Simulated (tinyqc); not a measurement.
# From repulsive threshold back to half-width of the valence band W_v

Model: deep trap from a strong local potential in a two-band host (Koster-Slater model with semi-elliptic bands). Computed by tinyqc, a small Python program. Command: `OMP_NUM_THREADS=1 python tinyqc.py 3024373 3024374 out.jsonl deeptrap inv`. One thread of a shared host (Intel(R) Xeon(R) Processor @ 2.30GHz), about 0.02 s of CPU time with the checks.

The valence band spans -2 W_v to 0 and the conduction band E_g to E_g + 2 W_c. The orbital at the impurity site has weight f_v in the valence band and 1 - f_v in the conduction band, each spread as a semi-ellipse (2/(pi W^2)) sqrt(W^2 - x^2) about the band centre. The impurity adds U to this orbital. Spin is left out.

Inputs (values chosen for the exercise, with a gap close to that of diamond): gap E_g = 5.47 eV; half-width of the conduction band W_c = 4.7 eV; valence weight f_v of the site orbital = 0.58.

Impurity: repulsive, acceptor-like.

Method. In the gap G(E) = f_v (2/W_v^2)[x - sqrt(x^2 - W_v^2)] - (1 - f_v)(2/W_c^2)[y - sqrt(y^2 - W_c^2)], x = E + W_v, y = E_g + W_c - E. G falls across the gap from G(0) to G(E_g). A repulsive U binds if U > 1/G(0), an attractive one if U < 1/G(E_g); the vacancy level (U infinite) solves G(E) = 0 (bisection).

Problem. A run gave the result below. Find the half-width of the valence band W_v, known to lie between 4.6 and 6.3 eV.

repulsive threshold = 5.291866 eV

Solution.

Each step takes the trial c = (a f_b - b f_a)/(f_b - f_a), f being the result less the target and a, b, c the logarithms of the listed values; c replaces end b, the old b replaces a if the sign of f changed, and otherwise f_a is halved.

Scan of the range:
```
half-width of the valence band W_v (eV),repulsive threshold (eV)
4.60,4.79850
4.85,5.11771
5.11,5.45761
5.38,5.81944
5.67,6.21852
5.98,6.65759
6.30,7.12497
```

False position (Illinois rule, in the logarithm of the input) inside the bracket:
```
step,end a,end b,trial,repulsive threshold (eV)
1,4.85000,5.11000,4.98152,5.28862
2,5.11000,4.98152,4.98395,5.29181
3,5.11000,4.98395,4.98404,5.29192
4,4.98395,4.98404,4.98400,5.29187
```

Repulsive threshold rises at every point of a 13-point scan of the range (every second point is shown), so one value fits; it is bracketed by 4.85 and 5.11. Answer: half-width of the valence band W_v = 4.984 eV.
